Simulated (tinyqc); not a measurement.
# Ballistic conductance of a hard-wall wire of rectangular section by counting modes: conductance against Fermi energy

Subband edges E_(a,b) = (C pi^2/m) [(a/W)^2 + (b/Hh)^2], a, b = 1, 2, ...; C = hbar^2/(2 m0). Every mode transmits fully; spin gives the factor 2 in 2 q^2/h, valleys the factor gv.

G = (2 q^2/h) gv M; at zero temperature M counts the edges below Ef, at T it is the sum of degeneracy times f. The smooth (Sharvin) count is kF^2 A/(4 pi), kF = sqrt(m Ef/C), A = W Hh, perimeter p = 2 (W + Hh), and with the boundary term kF^2 A/(4 pi) - kF p/(4 pi). f = 1/(1 + exp((E_n - Ef)/Vt)).

Parameters, values chosen for the exercise:
- T = 77 K (temperature)
- m = 0.023 m0 (mass)
- gv = 1 (valleys)
- W = 32 nm (width)
- Hh = 16 nm (height)

Constants: q = 1.602176634e-19 C, kB = 1.380649e-23 J/K, hbar = 1.054571817e-34 J s, h = 6.62607015e-34 J s, m0 = 9.1093837015e-31 kg, Vt = kB T/q, hbar^2/(2 m0) = 0.0380998212 eV nm^2. Results are converted to the units shown.

Conductance against Fermi energy:

| Ef (eV) | M at T = 0 | M at T | smooth count | with boundary term | G (uS) |
|---|---|---|---|---|---|
| 0.075 | 0 | 0.32601 | 1.8447 | 0.21917 | 25.260 |
| 0.128 | 2 | 1.5096 | 3.1483 | 1.0247 | 116.96 |
| 0.18 | 2 | 2.0151 | 4.4273 | 1.9090 | 156.13 |
| 0.233 | 3 | 2.9819 | 5.7309 | 2.8658 | 231.04 |
| 0.285 | 4 | 3.8969 | 7.0099 | 3.8411 | 301.93 |
| 0.338 | 6 | 5.8871 | 8.3135 | 4.8626 | 456.13 |
| 0.39 | 6 | 6.2012 | 9.5925 | 5.8857 | 480.47 |
| 0.443 | 7 | 7.0454 | 10.896 | 6.9454 | 545.88 |
| 0.495 | 8 | 8.0753 | 12.175 | 7.9990 | 625.68 |
| 0.547 | 9 | 8.9970 | 13.454 | 9.0641 | 697.10 |
| 0.6 | 10 | 9.8076 | 14.758 | 10.160 | 759.90 |

What does the table show?

The integer count climbs from 0 to 10; the smooth count goes as Ef^(1.00). In the last row M at T is 34 % below the smooth count and 3.5 % below the count with the boundary term: hard walls push the wave away from the edge and cost modes. The largest gap between M at T and the integer count is 0.49. In 6 of the 11 rows Ef exceeds 0.3 eV, where real bands are no longer parabolic.

Computed by the program tinyqc: `OMP_NUM_THREADS=1 python tinyqc.py 2740104 2740105 out.jsonl`, one thread of a shared Intel Xeon 2.30GHz, about 0.7 s for the whole run.
